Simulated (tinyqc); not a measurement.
Worked calculation: carrier lifetime from Shockley-Read-Hall, radiative, Auger and surface recombination. Computed by tinyqc, a small Python program that keeps every step. Command: `OMP_NUM_THREADS=1 python tinyqc.py 3013477 3013478 out.jsonl lifetime walk`. One thread of a shared host (Intel(R) Xeon(R) Processor @ 2.30GHz), about 0.02 s of CPU time with the checks. Intermediate numbers are printed to about 7 digits and carried at full precision; extremes and crossings named in words are read from the listed rows.

Energies are counted from the top of the valence band. Boltzmann statistics, full ionisation, and equal excess densities of electrons and holes.

Inputs (values chosen for the exercise, with bands modelled on GaN):
```
quantity                          value        unit
gap E_g                             3.4          eV
electron mass m_e                 0.204         m_0
valleys M_c                           1           -
hole mass m_h                       1.4         m_0
temperature T                       250           K
doping N                        5.5e+15       cm^-3
trap level E_t                     2.17          eV
trap density N_t                5.9e+11       cm^-3
electron cross-section sigma_n  4.4e-14        cm^2
hole cross-section sigma_p      6.6e-14        cm^2
radiative coefficient B         9.7e-11      cm^3/s
Auger coefficient C_n           5.3e-31      cm^6/s
Auger coefficient C_p           4.3e-31      cm^6/s
excess density dn               1.2e+17       cm^-3
generation rate G               5.2e+21  cm^-3 s^-1
diffusion coefficient D              12      cm^2/s
```

Doping: n-type. Surface term: none.

Constants: m_0 = 9.1093837015e-31 kg; k_B = 1.380649e-23 J/K; h = 6.62607015e-34 J s; k_B = 8.617333262e-05 eV/K.

## Equilibrium densities

N_c = 2 M_c (2 pi m_e k_B T/h^2)^(3/2) and N_v = 2 (2 pi m_h k_B T/h^2)^(3/2), masses in units of m_0. n_i = sqrt(N_c N_v) exp(-E_g/2 k_B T); majority density N/2 + sqrt(N^2/4 + n_i^2), minority density n_i^2 over it.

N_c = 1.758917e+18 cm^-3

N_v = 3.162221e+19 cm^-3

n_i = 4.000618e-16 cm^-3

n_0 = 5.50e+15 cm^-3

p_0 = 2.909991e-47 cm^-3

## Capture times and SRH densities

v = sqrt(3 k_B T/m) with m_e or m_h; tau_n0 = 1/(sigma_n v_n N_t), tau_p0 = 1/(sigma_p v_p N_t); n1 = N_c exp(-(E_g - E_t)/k_B T), p1 = N_v exp(-E_t/k_B T).

v_n = 2.360547e+07 cm/s

v_p = 9010808 cm/s

tau_n0 = 1.631859e-06 s

tau_p0 = 2.849970e-06 s

n1 = 2.815378e-07 cm^-3

p1 = 5.684831e-25 cm^-3

n1 and p1 are both far below the doping: the level acts as a deep recombination centre.

## Lifetimes at the given injection

With n = n_0 + dn, p = p_0 + dn and U/dn = 1/tau: (n p - n_i^2)/dn = n_0 + p_0 + dn = s; 1/tau_SRH = s/[tau_p0 (n + n1) + tau_n0 (p + p1)]; 1/tau_rad = B s; 1/tau_Aug = (C_n n + C_p p) s; the rates add. Radiative efficiency = tau_eff/tau_rad; effective diffusion length = sqrt(D tau_eff).

tau_SRH at dn = 4.410313e-06 s

tau_rad at dn = 8.214564e-08 s

tau_Aug at dn = 6.746076e-05 s

effective lifetime at dn = 8.054730e-08 s

radiative efficiency at dn = 0.9805426

effective diffusion length at dn = 9.831417 micrometre

Radiative recombination carries 98 % of the rate; dn/N = 22 is high injection. Caution: beyond low injection D should be the ambipolar coefficient.

## Steady state under generation

dn solves dn/tau_eff(dn) = G (60 bisections in ln dn between 1e-2 and 1e22 cm^-3); the splitting of the quasi-Fermi levels is k_B T ln(n p/n_i^2).

steady excess density = 4.241837e+15 cm^-3

lifetime in the steady state = 8.157379e-07 s

quasi-Fermi splitting under G = 3.095967 eV

The splitting, an upper bound for e V_oc, is 91 % of the gap.

## Lifetime against injection

Rows stop below half the smaller effective density of states.

Lifetimes (s):
```
dn (cm^-3)           SRH     radiative         Auger     effective  radiative efficiency  fastest channel
1.00e+10    2.849973e-06  1.874411e-06  6.237299e-02  1.130713e-06             0.6032366        radiative
1.00e+11    2.850000e-06  1.874380e-06  6.237012e-02  1.130706e-06             0.6032428        radiative
1.00e+12    2.850267e-06  1.874074e-06  6.234143e-02  1.130637e-06             0.6033044        radiative
1.00e+13    2.852932e-06  1.871012e-06  6.205574e-02  1.129940e-06             0.6039190        radiative
1.00e+14    2.879110e-06  1.840943e-06  5.930635e-02  1.122906e-06             0.6099626        radiative
1.00e+15    3.101025e-06  1.586043e-06  3.970223e-02  1.049319e-06             0.6615955        radiative
1.00e+16    3.902782e-06  6.651147e-07  5.155104e-03  5.682072e-07             0.8542995        radiative
1.00e+17    4.396756e-06  9.771828e-08  9.582645e-05  9.549843e-08             0.9772832        radiative
```

tau_SRH goes from 2.85e-6 s at low injection (the minority capture time, 2.85e-6 s) to 4.40e-6 s in the last row; at high injection it tends to tau_n0 + tau_p0 = 4.48e-6 s. Ruling channel by row: radiative from 1e10 cm^-3.

## Where in the gap a trap does harm

Low injection: tau = [tau_p0 (n_0 + n1) + tau_n0 (p_0 + p1)]/(n_0 + p_0). Depleted region (n = p = 0): generation lifetime tau_g = (tau_p0 n1 + tau_n0 p1)/n_i. n1 = N_c exp(-(E_g - E_t)/k_B T), p1 = N_v exp(-E_t/k_B T).

The same trap at other energies:
```
E_t (eV)  SRH lifetime (s)  generation lifetime (s)
0.204         3.574161e-06             9.956087e+24
0.510         2.849971e-06             6.751499e+18
0.850         2.849970e-06             9.447173e+11
1.190         2.849970e-06             1.321915e+05
1.530         2.849970e-06             1.849717e-02
1.700         2.849970e-06             7.591353e-06
1.870         2.849970e-06             1.796870e-03
2.210         2.849970e-06             1.284146e+04
2.550         2.849970e-06             9.177253e+10
2.890         2.849970e-06             6.558599e+17
3.196         2.920320e-06             9.671627e+23
```

The SRH lifetime (other channels left aside) stays within 10 % of its least value, among these rows, from E_t = 0.51 to 3.196 eV. The generation lifetime has a sharp minimum, among these rows at 1.7 eV and exactly at 1.725 eV, where tau_p0 n1 = tau_n0 p1, since generation needs two thermal jumps and the larger one rules.

Checks made by the program: n1 p1 = n_i^2 (relative difference below 1e-10).
